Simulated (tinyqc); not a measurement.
# Double-gate transistor below threshold, two-dimensional Poisson equation on a small mesh: effects of single changes

Half of a symmetric double-gate structure: row 0 is the mid-plane of the body, where the normal field vanishes. Mobile charge is neglected (subthreshold), the body is fully depleted, and potentials are counted from the intrinsic level; rows run upward to the gate, columns from source to drain.

Values chosen for this exercise; semiconductor permittivity close to that of silicon: temperature T = 325 K; relative permittivity of the semiconductor eps_r = 11.8; relative permittivity of the insulator eox = 3.9; half the body thickness tb = 5 nm; insulator thickness tox = 1.9 nm; channel length L = 50 nm; acceptor density of the depleted body Na = 0 cm^-3; potential of the source Vbi = 0.49 V; gate offset Vfb = 0.05 V; gate voltage Vg = 0.05 V; drain voltage Vd = 0.05 V.

Constants: q = 1.602176634e-19 C, kB = 1.380649e-23 J/K, Vt = kB T/q, eps0 = 8.8541878128e-14 F/cm where lengths are in cm. Results are converted to the units shown.

Each table varies one quantity; the others keep the values above.

## Effect of the relative permittivity of the insulator

Mesh: rows i = 0..12 in the semiconductor (step hs = tb/12, row 12 on the interface), then 8 step(s) ho = tox/8 up to the gate row 20; columns j = 0..80 (step hy = L/80). Box integration, divided by eps0: up_i = eps hy/h of the interval above row i, dn_i = that of the interval below (0 for row 0), lat_i = (sum of eps h/2 over the intervals above and below)/hy, s_i = -q Na w_i hy/eps0 with w_i the semiconductor height of the box (hs/2 for row 0 and the interface row, hs between, 0 in the insulator). Each free node obeys (up + dn + 2 lat) psi = up psi(above) + dn psi(below) + lat [psi(left) + psi(right)] + s. Fixed values: gate row Vg - Vfb; column 0 at Vbi and the last column at Vbi + Vd in the semiconductor, each running linearly to Vg - Vfb across the insulator. The system is solved directly. On row 0 the minimum of psi and its place come from a parabola through the three lowest nodes; barrier = Vbi - minimum, swing = Vt ln 10/(d psi/dVg), DIBL = (d psi/dVd)/(d psi/dVg) there. Lambda = pi/k with k the smallest positive root of tan(k tox) tan(k tb) = eox/eps_r.

Result of one run:

| eox | L/Lambda | barrier (V) | place y/L | swing (mV/decade) | DIBL (mV/V) |
|---|---|---|---|---|---|
| 8.8 | 3.356 | 0.4836 | 0.4954 | 65.30 | 5.966 |

What becomes of these results when the relative permittivity of the insulator eox is changed from 8.8 to 3.9, all else the same?

Result of the changed run:

| eox | L/Lambda | barrier (V) | place y/L | swing (mV/decade) | DIBL (mV/V) |
|---|---|---|---|---|---|
| 3.9 | 2.568 | 0.4697 | 0.4940 | 67.14 | 19.57 |

The whole series:

| eox | L/Lambda | barrier (V) | place y/L | swing (mV/decade) | DIBL (mV/V) |
|---|---|---|---|---|---|
| 3.9 | 2.568 | 0.4697 | 0.4940 | 67.14 | 19.57 |
| 5.9 | 2.971 | 0.4788 | 0.4948 | 65.92 | 10.60 |
| 8.8 | 3.356 | 0.4836 | 0.4954 | 65.30 | 5.966 |
| 13 | 3.707 | 0.4862 | 0.4958 | 64.97 | 3.558 |
| 20 | 4.045 | 0.4877 | 0.4962 | 64.78 | 2.173 |
| 30 | 4.305 | 0.4884 | 0.4964 | 64.69 | 1.491 |

As eox goes from 3.9 to 30, the barrier rises from 0.470 to 0.488 V, the swing falls from 67.1 to 64.7 mV a decade and DIBL falls from 19.6 to 1.49 mV/V; the ideal swing is 64.5. L/Lambda goes from 2.6 to 4.3.

## Effect of the insulator thickness

Same model as above.

Effect of the insulator thickness:

| tox (nm) | L/Lambda | barrier (V) | place y/L | swing (mV/decade) | DIBL (mV/V) |
|---|---|---|---|---|---|
| 0.76 | 3.498 | 0.4850 | 0.4956 | 65.13 | 4.721 |
| 1 | 3.228 | 0.4824 | 0.4952 | 65.45 | 7.106 |
| 1.4 | 2.883 | 0.4773 | 0.4946 | 66.12 | 12.03 |
| 2 | 2.516 | 0.4680 | 0.4938 | 67.37 | 21.24 |
| 2.8 | 2.183 | 0.4537 | 0.4929 | 69.38 | 36.11 |
| 3.8 | 1.898 | 0.4344 | 0.4918 | 72.31 | 57.71 |

Read the table: what changes, and by how much?

As tox goes from 0.76 to 3.8 nm, the barrier falls from 0.485 to 0.434 V, the swing rises from 65.1 to 72.3 mV a decade and DIBL rises from 4.72 to 57.7 mV/V; the ideal swing is 64.5. L/Lambda goes from 3.5 to 1.9.

## Effect of the gate voltage

Same model as above.

Result of one run:

| Vg (V) | L/Lambda | barrier (V) | place y/L | swing (mV/decade) | DIBL (mV/V) |
|---|---|---|---|---|---|
| 0.2 | 2.568 | 0.3256 | 0.4915 | 67.14 | 19.19 |

What becomes of these results when the gate voltage Vg is changed from 0.2 to 0.12 V, all else the same?

Result of the changed run:

| Vg (V) | L/Lambda | barrier (V) | place y/L | swing (mV/decade) | DIBL (mV/V) |
|---|---|---|---|---|---|
| 0.12 | 2.568 | 0.4025 | 0.4930 | 67.14 | 19.43 |

The whole series:

| Vg (V) | L/Lambda | barrier (V) | place y/L | swing (mV/decade) | DIBL (mV/V) |
|---|---|---|---|---|---|
| -0.2 | 2.568 | 0.7098 | 0.4959 | 67.14 | 19.89 |
| -0.12 | 2.568 | 0.6330 | 0.4955 | 67.14 | 19.81 |
| -0.04 | 2.568 | 0.5561 | 0.4949 | 67.14 | 19.72 |
| 0.04 | 2.568 | 0.4793 | 0.4941 | 67.14 | 19.59 |
| 0.12 | 2.568 | 0.4025 | 0.4930 | 67.14 | 19.43 |
| 0.2 | 2.568 | 0.3256 | 0.4915 | 67.14 | 19.19 |

As Vg goes from -0.2 to 0.2 V, the barrier falls from 0.710 to 0.326 V, the swing stays near 67.1 mV a decade and DIBL falls from 19.9 to 19.2 mV/V; the ideal swing is 64.5. The barrier top moves from y/L = 0.496 to 0.491.

Numbers from tinyqc (`OMP_NUM_THREADS=1 python tinyqc.py 2480131 2480132 out.jsonl`; about 0.1 s on one thread of a shared Intel Xeon 2.30GHz).
